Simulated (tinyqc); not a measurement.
# Read current of a NAND string, cells in series solved by shooting: effects of single changes

Cells in series, numbered from 0 at the source line (0 V) to the bit line, each followed by a gap resistance Rg. A cell with gate Vg, threshold VT, source Vs and drain Vd passes I = 2 nf K Vt^2 [F(Vs) - F(Vd)]/(1 + th max(Vg - VT, 0)), F(V) = ln^2(1 + exp((Vg - VT - nf V)/(2 nf Vt))). The selected cell has Vg = Vr, the others Vg = Vp.

Values chosen for this exercise; values of the order met in vertical NAND strings: temperature T = 300 K; gain factor of a cell K = 9.7 uA/V^2; slope factor nf = 1.6; mobility reduction factor th = 0.19 1/V; resistance of the gap between cells Rg = 4.6 kohm; bit-line voltage Vbl = 0.5 V; pass voltage Vp = 5.6 V; threshold of an erased cell Ve = -2.3 V; threshold of the highest state Vh = 4 V; threshold of the selected cell Vx = 1.3 V; sensing current Is = 10 nA; read voltage on the selected word line Vr = 1.77 V.

Constants: q = 1.602176634e-19 C, kB = 1.380649e-23 J/K, Vt = kB T/q. Results are converted to the units shown.

Each table varies one quantity; the others keep the values above.

## Read current against the number of cells

For a trial current I start at 0 V and, cell by cell, solve for the drain: sqrt(F(Vd)) = sqrt(F(Vs) - I/k), k = 2 nf K Vt^2/(1 + th max(Vg - VT, 0)), Vd = [Vg - VT - 2 nf Vt ln(exp(sqrt F) - 1)]/nf, then add I Rg. The string current is the I for which the last node reaches Vbl. The apparent threshold is the Vr at which I = Is. Background: all other cells erased (VT = Ve) or all in the highest state (VT = Vh); ratio and shift are high over erased and high minus erased. The selected cell is in the middle, cell n/2.

Read current against the number of cells:

| n | I, others erased (uA) | I, others high (uA) | ratio | apparent VT, erased (V) | apparent VT, high (V) | background shift (mV) |
|---|---|---|---|---|---|---|
| 8 | 0.3943 | 0.2694 | 0.6834 | 1.303 | 1.306 | 3.334 |
| 16 | 0.2991 | 0.1789 | 0.5982 | 1.305 | 1.312 | 6.687 |
| 32 | 0.2072 | 0.1077 | 0.5198 | 1.310 | 1.323 | 13.45 |
| 64 | 0.1323 | 0.05984 | 0.4525 | 1.319 | 1.347 | 27.21 |
| 96 | 0.09832 | 0.04138 | 0.4209 | 1.329 | 1.370 | 41.29 |
| 128 | 0.07856 | 0.03162 | 0.4024 | 1.339 | 1.395 | 55.72 |
| 192 | 0.05625 | 0.02147 | 0.3818 | 1.358 | 1.444 | 85.66 |

With erased neighbours the current falls from 0.394 to 0.0562 uA, as n^(-0.40) between the first two rows and n^(-0.82) between the last two (-1 once the series resistance rules). The ratio falls from 0.683 to 0.382 and the background shift rises from 3.33 to 85.7 mV.

## Effect of the bit-line voltage

Same model as above.

The string has 128 cells and the selected one is cell 64.

Results:

| Vbl (V) | I, others erased (uA) | I, others high (uA) | ratio | apparent VT, erased (V) | apparent VT, high (V) | background shift (mV) |
|---|---|---|---|---|---|---|
| 0.2 | 0.03855 | 0.01561 | 0.4050 | 1.339 | 1.400 | 61.22 |
| 0.3 | 0.05590 | 0.02203 | 0.3940 | 1.339 | 1.395 | 55.90 |
| 0.4 | 0.07031 | 0.02740 | 0.3897 | 1.339 | 1.395 | 55.73 |
| 0.5 | 0.07856 | 0.03162 | 0.4024 | 1.339 | 1.395 | 55.72 |
| 0.7 | 0.08028 | 0.03603 | 0.4488 | 1.339 | 1.395 | 55.72 |
| 0.8 | 0.08028 | 0.03663 | 0.4562 | 1.339 | 1.395 | 55.72 |

Estimate the missing row, Vbl = 0.6 V.

Computed row:

| Vbl (V) | I, others erased (uA) | I, others high (uA) | ratio | apparent VT, erased (V) | apparent VT, high (V) | background shift (mV) |
|---|---|---|---|---|---|---|
| 0.6 | 0.08020 | 0.03449 | 0.4301 | 1.339 | 1.395 | 55.72 |

With this row back in the table: As Vbl goes from 0.2 to 0.8 V, the current with erased neighbours rises from 0.0386 to 0.0803 uA, that with high neighbours rises from 0.0156 to 0.0366 uA and the ratio goes from 0.405 through a minimum of 0.390 (at Vbl = 0.4 among the rows listed) to 0.456. The background shift falls from 61.2 to 55.7 mV.

tinyqc, about 1 s, one thread, Intel Xeon 2.30GHz (shared host): `OMP_NUM_THREADS=1 python tinyqc.py 2142221 2142222 out.jsonl`
